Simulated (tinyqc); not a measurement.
Worked calculation: UHF in the sto-3g basis, for H6, spin multiplicity 1. This run ends on a higher stationary point, not on the lowest solution. One step of it, computed by the program tinyqc.

Question. Iteration 3: diagonalisation and new density. Diagonalise F' = X^T F X, C = X C', fill 3 alpha and 3 beta electrons from the bottom; D(s) = C_occ C_occ^T. Each column has its largest component positive (the first on a tie).

extrapolated F(alpha) (hartree), lower triangle:
```
           1H 1s      2H 1s      3H 1s      4H 1s      5H 1s      6H 1s
1H 1s  -0.190150
2H 1s  -0.373989  -0.190550
3H 1s  -0.041135  -0.190347  -0.259863
4H 1s   0.012271  -0.045899  -0.369499  -0.150086
5H 1s   0.001364   0.000097  -0.042283  -0.178961  -0.214100
6H 1s  -0.003503   0.001738   0.010911  -0.049438  -0.376413  -0.160745
```

extrapolated F(beta) (hartree), lower triangle:
```
           1H 1s      2H 1s      3H 1s      4H 1s      5H 1s      6H 1s
1H 1s  -0.160692
2H 1s  -0.376404  -0.214232
3H 1s  -0.049528  -0.179255  -0.150198
4H 1s   0.010928  -0.042354  -0.369503  -0.259819
5H 1s   0.001739   0.000096  -0.045815  -0.190053  -0.190485
6H 1s  -0.003504   0.001360   0.012250  -0.041058  -0.373984  -0.190058
```

X, lower triangle:
```
           1H 1s      2H 1s      3H 1s      4H 1s      5H 1s     6H 1s
1H 1s   1.050873
2H 1s  -0.193385   1.075314
3H 1s   0.022229  -0.135461   1.076415
4H 1s  -0.004021   0.022836  -0.198448   1.076341
5H 1s   0.000498  -0.002684   0.022811  -0.135253   1.075238
6H 1s  -0.000095   0.000499  -0.004019   0.022203  -0.193372  1.050870
```

Give: F' = X^T F X; orbital energies; coefficients C; F' = X^T F X; orbital energies; coefficients C; D(alpha) after iteration 3; D(beta) after iteration 3.

Answer.

F' = X^T F X (alpha) (hartree), lower triangle:
```
         1        2        3        4        5        6
1  -0.0656
2  -0.3607  -0.0235
3   0.0316  -0.1752  -0.1002
4   0.0093   0.0275  -0.3590   0.0186
5   0.0007  -0.0013   0.0288  -0.1733  -0.0503
6  -0.0040   0.0011   0.0091   0.0232  -0.3632  -0.0335
```

orbital energies (alpha) (hartree): MO1 -0.4927, MO2 -0.4272, MO3 -0.3428, MO4 0.1810, MO5 0.3386, MO6 0.4886

coefficients C (alpha):
```
          MO1      MO2      MO3      MO4      MO5      MO6
1H 1s  0.2455  -0.3788  -0.4465   0.4750  -0.6120  -0.3728
2H 1s  0.3214  -0.3846  -0.3065  -0.3303   0.6792   0.5450
3H 1s  0.4740  -0.0891   0.4776  -0.4950  -0.1884  -0.6901
4H 1s  0.3695   0.0949   0.3728   0.5838  -0.1593   0.7526
5H 1s  0.2794   0.4825  -0.2809   0.3248   0.6185  -0.5784
6H 1s  0.1982   0.4278  -0.3489  -0.5319  -0.5909   0.4076
```

F' = X^T F X (beta) (hartree), lower triangle:
```
         1        2        3        4        5        6
1  -0.0334
2  -0.3632  -0.0503
3   0.0232  -0.1735   0.0187
4   0.0091   0.0288  -0.3590  -0.1003
5   0.0011  -0.0013   0.0274  -0.1750  -0.0236
6  -0.0040   0.0007   0.0093   0.0316  -0.3607  -0.0655
```

orbital energies (beta) (hartree): MO1 -0.4927, MO2 -0.4272, MO3 -0.3428, MO4 0.1809, MO5 0.3386, MO6 0.4886

coefficients C (beta):
```
          MO1      MO2      MO3      MO4      MO5      MO6
1H 1s  0.1988   0.4271  -0.3492  -0.5325  -0.5900   0.4084
2H 1s  0.2803   0.4818  -0.2813   0.3250   0.6175  -0.5795
3H 1s  0.3699   0.0945   0.3726   0.5836  -0.1589   0.7530
4H 1s  0.4738  -0.0898   0.4777  -0.4953  -0.1887  -0.6895
5H 1s  0.3206  -0.3855  -0.3064  -0.3298   0.6800   0.5439
6H 1s  0.2448  -0.3795  -0.4461   0.4744  -0.6129  -0.3721
```

D(alpha) after iteration 3, lower triangle:
```
         1H 1s    2H 1s    3H 1s    4H 1s   5H 1s   6H 1s
1H 1s   0.4031
2H 1s   0.3614   0.3452
3H 1s  -0.0632   0.0402   0.4607
4H 1s  -0.1117  -0.0320   0.3447   0.2845
5H 1s   0.0113  -0.0097  -0.0447   0.0443  0.3898
6H 1s   0.0424   0.0061  -0.1108  -0.0162  0.3598  0.3440
```

D(beta) after iteration 3, lower triangle:
```
         1H 1s    2H 1s    3H 1s    4H 1s   5H 1s   6H 1s
1H 1s   0.3439
2H 1s   0.3597   0.3899
3H 1s  -0.0162   0.0444   0.2845
4H 1s  -0.1110  -0.0448   0.3448   0.4608
5H 1s   0.0061  -0.0097  -0.0320   0.0402  0.3453
6H 1s   0.0424   0.0113  -0.1115  -0.0631  0.3615  0.4030
```
